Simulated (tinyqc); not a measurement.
Metal-interlayer-semiconductor contact, depinning against tunnelling resistance: two steps of the calculation.

Zero bias, n-type semiconductor. Gap states at the semiconductor surface thin out as exp(-be ti), which unpins the barrier; electrons must then cross the interlayer (a rectangular barrier, no voltage drop across it) and the parabolic depleted layer, both by WKB. Energies E are counted from the Fermi level; no image force, parabolic bands.

Inputs (values chosen for the exercise); semiconductor values close to those of silicon; interlayer mass of the order of that in silicon nitride, offset chosen freely: temperature T = 400 K; band gap Eg = 1.15 eV; relative permittivity eps_r = 11.5; electron affinity chi = 4 eV; conduction-band density of states at T Nc = 4.31e19 cm^-3; tunnelling mass in the semiconductor mt = 0.189 m0; Richardson mass mA = 1.98 m0; donor density Nd = 9.8e18 cm^-3; charge-neutrality level above the valence band E0 = 0.37 eV; pinning factor without interlayer S0 = 0.28; metal work function phiM = 4.26 eV; interlayer thickness ti = 1.2 nm; conduction-band offset of the interlayer above the semiconductor dE = 2.12 eV; tunnelling mass in the interlayer mi = 0.47 m0; decay constant of gap states through the interlayer be = 3.3 1/nm.

Constants: q = 1.602176634e-19 C, kB = 1.380649e-23 J/K, eps0 = 8.8541878128e-12 F/m, hbar = 1.054571817e-34 J s, h = 6.62607015e-34 J s, m0 = 9.1093837015e-31 kg, Vt = kB T/q, hbar^2/(2 m0) = 0.0380998212 eV nm^2. Results are converted to the units shown.

Problem 1. Pinning, barrier and scales. S = 1/(1 + (1/S0 - 1) exp(-be ti)); phiB = S (phiM - chi) + (1 - S)(Eg - E0); xi = Ec - EF deep inside, from Nd = Nc F(-xi/Vt), F(x) = (2/sqrt(pi)) int_0^infinity sqrt(u) du/(1 + exp(u - x)); band bending U = phiB - xi; E00 = (hbar/2) sqrt(Nd/(eps0 eps_r mt m0)) in volts; A = 4 pi q mA m0 kB^2/h^3.

Wanted: S; phiB; xi; U; E00; A.

Solution 1.

S = 0.9533
phiB = 0.2843 eV
xi = 0.04829 eV
U = 0.2360 eV
E00 = 0.03942 eV
A = 237.9 A/(cm^2 K^2)

Problem 2. Exponents and integrand on an energy grid. With U = phiB - xi: for xi < E < phiB, y = (E - xi)/U and G1 = (U/E00) [sqrt(1 - y) - y ln((1 + sqrt(1 - y))/sqrt(y))], G1 = 0 above phiB; G2 = 2 ti sqrt(mi max(phiB + dE - E, 0)/C), C = hbar^2/(2 m0); f = 1/(1 + exp(E/Vt)); integrand exp(-G1 - G2) f.

E, point 0 to 13 (eV): [0.05, 0.07846, 0.10692, 0.13538, 0.16385, 0.19231, 0.22077, 0.24923, 0.27769, 0.30615, 0.33462, 0.36308, 0.39154, 0.42]
phiB = 0.28429898 eV
xi = 0.048291690 eV
E00 = 0.039423985 eV

Find: G1; G2; f; integrand.

Solution 2.

```
point     G1     G2         f  integrand (1e-9)
0      5.828  12.93    0.1899             1.350
1      4.299  12.86   0.09311             3.303
2      3.226  12.78   0.04303             4.830
3      2.363  12.70   0.01931             5.564
4      1.650  12.62  0.008548             5.440
5      1.063  12.54  0.003762             4.666
6      0.591  12.46  0.001651             3.558
7      0.236  12.37  7.236e-4             2.415
8      0.019  12.29  3.170e-4             1.427
9      0.000  12.21  1.389e-4             0.692
10     0.000  12.13  6.081e-5             0.329
11     0.000  12.04  2.663e-5             0.157
12     0.000  11.96  1.166e-5             0.075
13     0.000  11.87  5.108e-6             0.036
```

Range of the model: The depletion charge would drop about 0.16 V across such an interlayer (eps_r near 7.5) at ti = 1.2 nm and Nd = 9.8e18 cm^-3, against a band bending of 0.24 V; this model leaves that drop out.

Numbers from tinyqc (`OMP_NUM_THREADS=1 python tinyqc.py 2270024 2270025 out.jsonl`; about 0.02 s on one thread of a shared Intel Xeon 2.30GHz).
